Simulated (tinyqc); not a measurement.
From results back to parameters: conduction-band anticrossing with a localised impurity level. Three cases, with inputs chosen for the exercise.

Problem. A host edge EM and a flat level EI are coupled by V = C sqrt(x), H = [[EM, V], [V, EI]]. EM and both levels are given.

Find: EI; V; C; host weight of E-.

Method. The trace gives EI = E+ + E- - EM; V^2 = (EM - E-)(E+ - EM); the host weight of E- is (EI - E-)/(E+ - E-).

Case 1.

Values chosen (out of a larger set: host near GaAs; not measured data): x = 0.021 (impurity fraction).
EM = 1.475150 eV

E-, E+ (eV): 1.199365  1.924785

Solution.

EI = 1.649 eV
V = 0.3521 eV
C = 2.43 eV
host weight of E- = 0.620

Case 2.

Values chosen (out of a larger set: host near InP; not measured data): x = 0.049 (impurity fraction).
EM = 1.319450 eV

E-, E+ (eV): 0.798949  2.212501

Solution.

EI = 1.692 eV
V = 0.6818 eV
C = 3.08 eV
host weight of E- = 0.632

Case 3.

Values chosen (out of a larger set: host near InP; not measured data): x = 0.0095 (impurity fraction).
EM = 1.408430 eV

E-, E+ (eV): 1.261490  1.729940

Solution.

EI = 1.583 eV
V = 0.2174 eV
C = 2.23 eV
host weight of E- = 0.686

Computed by tinyqc, one run a case: `OMP_NUM_THREADS=1 python tinyqc.py N N+1 out.jsonl` with N = 1050847, 1050868, 1050910; one thread of a shared Intel(R) Xeon(R) Processor @ 2.30GHz, about 0.01 s a run at most.
